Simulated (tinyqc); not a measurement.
Depletion-mode phase shifter in a rib waveguide and its Mach-Zehnder modulator: one step of the calculation.

A lateral p-n junction at x0 in a waveguide whose mode intensity is a Gaussian of rms width s about x = 0; p side at smaller x. Reverse bias removes carriers and raises the index. Abrupt junction, doping uniform over the whole mode, lumped electrode (no travelling-wave effects).

Task. Depletion edges and mode overlap. W = sqrt(2 eps0 eps_r (Vb + V)(1/Na + 1/Nd)/q); edges xp = x0 - W Nd/(Na + Nd), xn = x0 + W Na/(Na + Nd); F(x) = [1 + erf(x/(sqrt(2) s))]/2.

Parameters, values chosen for the exercise; values close to those of silicon near 1550 nm:
- eps_r = 11.7 (relative permittivity of the semiconductor)
- Na = 4.7e17 cm^-3 (acceptor density)
- Nd = 7.8e17 cm^-3 (donor density)
- Vb = 0.91 V (built-in voltage)
- s = 130 nm (rms width of the lateral mode intensity)
- x0 = 90 nm (junction offset towards the n side)
- V = 3 V (reverse bias)

Constants: q = 1.602176634e-19 C, eps0 = 8.8541878128e-14 F/cm where lengths are in cm. Results are converted to the units shown.

Find: W at 0 and at V; edge; F.

Result.

W at 0 and at V (nm): [63.34, 131.3]

| edge | edge (nm) | F |
|---|---|---|
| xp(0) | 50.47 | 0.6511 |
| xn(0) | 113.8 | 0.8094 |
| xp(V) | 8.067 | 0.5247 |
| xn(V) | 139.4 | 0.8582 |

Computed by the program tinyqc: `OMP_NUM_THREADS=1 python tinyqc.py 2650015 2650016 out.jsonl`, one thread of a shared Intel Xeon 2.30GHz, about 0.01 s for the whole run.
